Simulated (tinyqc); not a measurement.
What moves the results: coherent potential approximation for a binary alloy with a semi-elliptic band. A value that a table varies takes the place of the one given here.

Site levels eA = -x d (share 1 - x) and eB = (1 - x) d (share x), so that their mean, the virtual crystal, is 0. Pure band: G0(z) = 2 (z - sqrt(z - W) sqrt(z + W))/W^2 with principal roots, density -Im G/pi per site. The medium has a self-energy S(z), G = G0(z - S), z = E + i eta. t_i = (e_i - S)/(1 - (e_i - S) G); the CPA demands <t> = (1 - x) tA + x tB = 0. Iteration: start at S = 0, set S(new) = S + <t>/(1 + <t> G), stop when |<t>| < 1e-9 eV.

Inputs chosen for the exercise:
- W = 1.5 eV (half width of the pure band)
- x = 0.41 (fraction of B)
- d = 0.24 eV (eB - eA)
- eta = 0.03 eV (broadening)
- E1 = -1.6 eV (first energy)
- dE = 0.23 eV (step)
- E = 0.18 eV (energy)

## Virtual crystal, CPA and unmixed bands

Fifteen energies E1 + j dE. Virtual crystal: G0(z). Unmixed: (1 - x) G0(z - eA) + x G0(z - eB), the limit of large separate grains.

Densities (1/eV) and self-energy (eV):
```
E (eV)  virtual crystal     CPA  unmixed     Re S     Im S
-1.60            0.0157  0.0175   0.0330  -0.0125  -0.0007
-1.37            0.1656  0.1734   0.1452  -0.0151  -0.0066
-1.14            0.2677  0.2693   0.2625  -0.0134  -0.0105
-0.91            0.3291  0.3279   0.3264  -0.0113  -0.0132
-0.68            0.3699  0.3670   0.3680  -0.0090  -0.0153
-0.45            0.3965  0.3924   0.3949  -0.0065  -0.0168
-0.22            0.4114  0.4067   0.4101  -0.0038  -0.0178
0.01             0.4160  0.4109   0.4147  -0.0009  -0.0184
0.24             0.4105  0.4056   0.4092   0.0020  -0.0184
0.47             0.3947  0.3902   0.3931   0.0050  -0.0179
0.70             0.3670  0.3636   0.3651   0.0081  -0.0168
0.93             0.3247  0.3231   0.3220   0.0111  -0.0150
1.16             0.2609  0.2625   0.2559   0.0140  -0.0121
1.39             0.1526  0.1620   0.1310   0.0165  -0.0074
1.62             0.0138  0.0153   0.0361   0.0131  -0.0007
```

d/W = 0.16. CPA and virtual crystal differ by at most 0.009 1/eV, at 1.39 eV, against a peak of 0.424 for the pure band. |Im S| is largest at 0.24 eV (Im S = -0.018 eV); where the density is near zero this is no damping of states. On these rows the CPA density keeps one maximum: the bands are amalgamated.

## Bowing of the band edge from disorder

For eta = 0 the CPA reads G = (1 - x)/(y - eA) + x/(y - eB) with y = E - W^2 G/4; the lower edge is the maximum of E(y) = y + W^2 G(y)/4 for y < eA. The virtual crystal puts it at -W. Second order: -W - 2 x (1 - x) d^2/W, from S = x (1 - x) d^2 G0(-W), G0(-W) = -2/W.

Lower edge (eV):
```
x        edge  edge + W  second order  (edge + W)/(x (1 - x))
0.05  -1.5028   -0.0028       -0.0036                 -0.0594
0.10  -1.5055   -0.0055       -0.0069                 -0.0607
0.25  -1.5122   -0.0122       -0.0144                 -0.0651
0.40  -1.5169   -0.0169       -0.0184                 -0.0704
0.50  -1.5186   -0.0186       -0.0192                 -0.0745
0.60  -1.5190   -0.0190       -0.0184                 -0.0794
0.75  -1.5166   -0.0166       -0.0144                 -0.0884
0.90  -1.5091   -0.0091       -0.0069                 -0.1010
0.95  -1.5051   -0.0051       -0.0036                 -0.1065
```

second-order coefficient = -0.0768 eV

Disorder pushes the edge below the virtual crystal, most at x = 0.6 (-19 meV). The coefficient runs from -0.059 at x = 0.05 to -0.107 eV at 0.95, against -0.077 in second order: it depends strongly on x and is largest in size where the low-lying A atoms are dilute and act as attractive impurities.

## When the band splits

x as given, d varied, eta as given. The density is taken at E = (eA + eB)/2 and at E = eA + eB = (1 - 2x) d, where S has its pole for well split bands; a gap shows as a density of the size of the broadening tail.

Between the two levels:
```
d/W  d (eV)  density at the midpoint (1/eV)  density at (1 - 2x) d (1/eV)  Im S at the midpoint (eV)
0.2    0.30                          0.4080                        0.4078                     -0.029
0.4    0.60                          0.3833                        0.3821                     -0.121
0.6    0.90                          0.3402                        0.3355                     -0.296
0.8    1.20                          0.2782                        0.2589                     -0.571
1.0    1.50                          0.2062                        0.1292                     -0.830
1.2    1.80                          0.1222                        0.0401                     -0.794
1.5    2.25                          0.0168                        0.0143                     -0.523
2.0    3.00                          0.0059                        0.0059                     -0.670
```

The midpoint density falls from 0.408 to 0.0059 1/eV; it first drops below a tenth of the pure peak (0.042) at d/W = 1.5. At (1 - 2x) d the density drops below that mark at d/W = 1.2, so the bands have parted by then (this mark lags the true splitting), and is least, 0.0059, at d/W = 2. For x = 1/2 the two coincide and the band splits at d = W exactly; here x = 0.41. The size of Im Sigma at the midpoint is largest at d/W = 1. It is a lifetime only where the density there is finite; for well separated bands, d/W above 1/(2 sqrt(x (1 - x))), S has a pole in the gap at (1 - 2x) d.

## What each parameter does

Converged values at E. Each row changes one parameter from the base and keeps the others.

Results:
```
case           Re S (eV)  Im S (eV)  density (1/eV)
base              0.0012    -0.0185          0.4079
W = 1.65 eV       0.0010    -0.0168          0.3728
x = 0.46          0.0019    -0.0189          0.4078
d = 0.264 eV      0.0014    -0.0224          0.4068
eta = 0.06 eV     0.0012    -0.0181          0.3999
E = 0.33 eV       0.0032    -0.0183          0.4008
```

The largest shifts from the base row, up to three for each result and ties (the steps differ in size, so this ranks the rows, not the parameters). Re S (eV): E +0.0020, x +0.0006, W -0.0002; unchanged at the printed digits by eta. Im S (eV): d -0.0040, W +0.0017, x -0.0004, eta +0.0004. density (1/eV): W -0.0351, eta -0.0080, E -0.0071.

(tinyqc, `OMP_NUM_THREADS=1 python tinyqc.py 1481201 1481202 out.jsonl`, Intel(R) Xeon(R) Processor @ 2.30GHz, 1 thread, shared host, about 0.05 s.)
